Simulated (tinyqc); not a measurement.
Worked calculation: Stillinger-Weber potential for a tetrahedral semiconductor. Computed by tinyqc, a small Python program that keeps every step. Command: `OMP_NUM_THREADS=1 python tinyqc.py 3010236 3010237 out.jsonl swsi walk`. One thread of a shared host (Intel(R) Xeon(R) Processor @ 2.30GHz), about 0.03 s of CPU time with the checks. Intermediate numbers are printed to about 5 digits and carried at full precision; extremes and crossings named in words are read from the listed rows.

With x = r/sigma: pair term eps A (B x^-4 - 1) exp(1/(x - a)); for each pair of neighbours j, k of atom i, three-body term eps lambda exp(gamma/(x_ij - a) + gamma/(x_ik - a)) (cos theta_jik + 1/3)^2; both vanish beyond x = a. A = 7.049556277, B = 0.6022245584, a = 1.8.

Inputs (values chosen for the exercise, modelled on germanium):
```
quantity                    value      unit
energy scale eps            1.862        eV
length scale sigma          2.198  angstrom
three-body strength lambda   32.8         -
gamma                         1.3         -
bond 1 of the trimer         2.21  angstrom
bond 2 of the trimer         2.37  angstrom
angle of the trimer theta     123   degrees
```

displacement of one atom (angstrom): -0.0061  -0.21  0.019

Constants: 1 eV/angstrom^3 = 160.2176634 GPa.

## A trimer

Atom 1 binds atoms 2 and 3 at the angle theta; the third side follows from the cosine rule. Sum the three pair terms and the three-body terms centred on each atom.

distance 2-3 = 4.0257 angstrom

pair terms (eV): 1-2 -1.5315, 1-3 -1.8209, 2-3 0.0000

three-body term at atom 1 = 0.087670 eV

three-body terms at atoms 2 and 3 = 0 eV

energy of the trimer = -3.2648 eV

The cut-off is 3.956 angstrom, so atoms 2 and 3 do not interact directly.

## The diamond lattice

All angles are tetrahedral, so only the pair term acts; its minimum lies at x = 2^(1/6) with depth eps, and second neighbours lie beyond the cut-off. a0 = 4 d/sqrt3; E = -2 eps per atom.

bond length d = 2.4672 angstrom

lattice constant a0 = 5.6977 angstrom

energy per atom = -3.724 eV

## Elastic constants and internal strain

Second derivatives of the energy per atom, volume a0^3/8: e_xx gives C11, e_xx = -e_yy gives 2 (C11 - C12), e_xy = e_yx = h/2 gives the unrelaxed C44(0). Under that shear the second sublattice shifts by u_z; minimising over u_z gives C44 = C44(0) - E_hu^2/(E_uu V) and Kleinman's zeta = |E_hu/E_uu|/(a0/4). The optical force constant is k = 4 E_uu, with M omega^2 = k at the zone centre.

C11 = 118.66 GPa

C12 = 53.810 GPa

unrelaxed C44(0) = 82.633 GPa

C44 = 46.922 GPa

internal strain zeta = 0.58528

optical force constant k = 29.659 eV/angstrom^2

Internal relaxation lowers C44 by 43 %. zeta = 1 would keep all bond lengths equal under shear and 0 would move atoms with the lattice; the value here is 0.59. Caution: the original fit to silicon is too soft in shear (C44) and too stiff for the optical mode.

## One atom displaced in the eight-atom cell

Cubic cell of side a0 with periodic images; atoms 1 to 4 at (0,0,0), (0,1/2,1/2), (1/2,0,1/2), (1/2,1/2,0), atoms 5 to 8 shifted by (1/4,1/4,1/4). Atom 5 is moved by u. Forces are minus the gradient of the total energy.

bond lengths from atom 5 to atoms 1 to 4 (angstrom): 2.3601  2.5803  2.3444  2.6079

rise of the pair energy = 0.23614 eV

three-body energy = 0.081050 eV

forces (eV/angstrom):
```
              x        y        z
atom 5   0.0069   2.9871  -0.2482
atom 1  -0.4945  -0.8335  -0.4709
atom 2   0.3504  -0.6385  -0.3272
atom 3   0.5733  -0.9092   0.5967
atom 4  -0.4342  -0.7145   0.4567
```

Bond bending carries 26 % of the energy rise. The four neighbours take up a total force of 3.106 against 2.997 eV/angstrom on atom 5; the difference acts on atoms 6 to 8.

## Diamond against structures with more neighbours

Each structure is relaxed in its neighbour distance d (lowest minimum for d between sigma and 1.7 sigma), with all neighbours inside the cut-off, second shells too where they fall inside.

Energies per atom (eV):
```
structure     first neighbours  d (angstrom)     pair  three-body    total  volume (angstrom^3)
diamond                      4        2.4672  -3.7240      0.0000  -3.7240               23.121
simple cubic                 6        2.7758  -4.6707      1.2871  -3.3835               21.387
bcc                          8        2.9498  -5.4650      1.9145  -3.5505               19.759
fcc                         12        3.0812  -5.3945      1.9014  -3.4931               20.685
```

The order is diamond < bcc < fcc < simple cubic, the lowest two 0.173 eV apart. Against diamond the pair energy changes by -0.95 (simple cubic), -1.74 (bcc), -1.67 (fcc) eV, while angles away from 109.47 degrees cost 1.29, 1.91, 1.90 eV; the bonds stretch to 3.08 angstrom in fcc to weaken that penalty.

Checks made by the program: lattice sum at a0 (relative difference below 1e-10); B from the pair term alone, phi''(d)/(3 a0), against (C11 + 2 C12)/3 (relative difference 5e-07).
